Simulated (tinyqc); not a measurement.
Worked calculation: a particle near a wafer in liquid: double-layer and van der Waals forces (DLVO), deposition barrier and removal. Computed by tinyqc, a small Python program that keeps every step. Command: `OMP_NUM_THREADS=1 python tinyqc.py 3113856 3113857 out.jsonl dlvo walk`. One thread of a shared host (Intel(R) Xeon(R) Processor @ 2.30GHz), about 0.01 s of CPU time with the checks. Intermediate numbers are printed to about 6 digits and carried at full precision; extremes and crossings named in words are read from the listed rows.

Sphere and flat wall, Derjaguin approximation, constant potentials in the linear-superposition form, no retardation and no hydration force.

Inputs (values chosen for the exercise, of the order of those for polymer latex on silicon in water): particle radius R = 86 nm; Hamaker constant A = 1.5e-20 J; potential of the particle psi_1 = -25 mV; potential of the wafer psi_2 = -30 mV; salt concentration c = 0.0002 mol/L; valence z of the symmetric salt = 2; temperature T = 298 K; dielectric constant of the liquid = 78.4; gap h = 8.9 nm; contact distance h0 = 0.3 nm; contact radius over R = 0.031; viscosity = 0.46 mPa s.

Constants: e = 1.602176634e-19 C; N_A = 6.02214076e+23 1/mol; eps_0 = 8.8541878128e-12 F/m; k_B = 1.380649e-23 J/K; k_B = 8.617333262e-05 eV/K.

## Screening

kappa^2 = 2 z^2 e^2 N_A (1000 c)/(eps eps_0 k_B T); gamma_i = tanh(z e psi_i/(4 k_B T)); Z = 64 pi eps eps_0 (k_B T/(z e))^2 gamma_1 gamma_2.

kappa = 0.0930601 1/nm

Debye length = 10.7457 nm

gamma_1 = -0.451646

gamma_2 = -0.525654

Z = 5.46275 pN

kappa R = 8.00317

Like signs: the double layers repel.

## Energy and force at one gap

U(h) = Z R exp(-kappa h) - A R/(6 h); F(h) = -dU/dh = kappa Z R exp(-kappa h) - A R/(6 h^2), positive for repulsion.

double-layer energy = 49.8783 k_B T

van der Waals energy = -5.87150 k_B T

U(h) = 44.0068 k_B T

F(h) = 16.3831 pN

Caution: for kappa h below 1 linear superposition is only rough, and charge regulation matters.

## The curve

The formulas are those given above.

Against the gap:
```
h (nm)  kappa h  U (k_B T)        F (pN)
0.4     0.03722   -20.6279  -1.30163e+03
0.6     0.05584    20.8904  -5.55877e+02
1.0     0.09306    51.7823  -1.75166e+02
1.5     0.13959    64.4710  -5.75322e+01
2.5     0.23265    69.5814   2.44514e-01
4.0     0.37224    65.6311   1.66933e+01
7.0     0.65142    52.0601   1.84033e+01
12.0    1.11672    33.0240   1.28185e+01
20.0    1.86120    15.1413   6.26022e+00
40.0    3.72241     1.4541   9.22572e-01
```

Caution: in rows where h is not small against R, A R/(6 h) overstates the van der Waals term. Caution: in rows with kappa h below 1 linear superposition is only rough.

## Barrier and secondary minimum

F = 0 reads x^2 exp(-x) = y with x = kappa h and y = A kappa/(6 Z); the left side peaks at x = 2 with 4/e^2 = 0.5413, so roots exist for smaller y: x < 2 is the barrier, x > 2 the secondary minimum.

y = 0.0425885

position of the barrier = 2.49000 nm

barrier height = 69.5817 k_B T

position of the secondary minimum = 75.9408 nm

energy at the secondary minimum = -0.590749 k_B T

A barrier above 15 k_B T practically stops deposition.

## Critical salt concentration

The barrier height is zero when U = 0 and F = 0 together: kappa h = 1 and kappa = 6 Z/(e A), e = 2.718282 here; c follows from kappa^2, with the potentials held fixed.

critical kappa = 0.803853 1/nm

critical concentration = 0.0149230 mol/L

## Adding salt

kappa scales as sqrt(c); potentials are held fixed. A dash marks rows without a maximum.

Against the concentration:
```
c (mol/L)  Debye length (nm)  barrier at (nm)  barrier (k_B T)  minimum at (nm)  minimum (k_B T)
1.49e-06             124.497          7.78803          100.551      1.27772e+03     -3.69132e-02
1.49e-05              39.369          4.49398           90.239      3.46662e+02     -1.33622e-01
1.49e-04              12.450          2.65560           72.573      9.05241e+01     -4.97874e-01
7.46e-04               5.564          1.89134           53.650      3.40603e+01     -1.28361e+00
2.98e-03               2.784          1.46969           31.793      1.40319e+01     -2.98527e+00
7.46e-03               1.759          1.29741           14.345      7.44616e+00     -5.35962e+00
1.34e-02               1.313          1.24569            2.260      4.77216e+00     -7.93788e+00
2.24e-02               1.015          1.28086           -8.456      3.02819e+00     -1.14703e+01
4.48e-02               0.718                -                -                -                -
```

At low salt the barrier tends to Z R = 114 k_B T; it is half of that between 1.5e-4 and 7.5e-4 mol/L and changes sign at 0.015 mol/L, while the secondary minimum deepens to -7.9 k_B T at 0.9 of that.

## Removing an attached particle

Adhesion F_a = A R/(6 h0^2) [1 + a^2/(R h0)] - kappa Z R exp(-kappa h0), a the contact radius. Drag in a shear flow F_d = 1.7 x 6 pi mu R^2 G, acting at 1.4 R; rolling starts when 1.4 R F_d = a F_a. Wall shear stress = mu G.

van der Waals adhesion = 3047.00 pN

net adhesion F_a = 3004.48 pN

wall shear stress for rolling = 280.709 Pa

shear rate G = 610237 1/s

Checks made by the program: force against a difference of U (relative difference 1e-10).
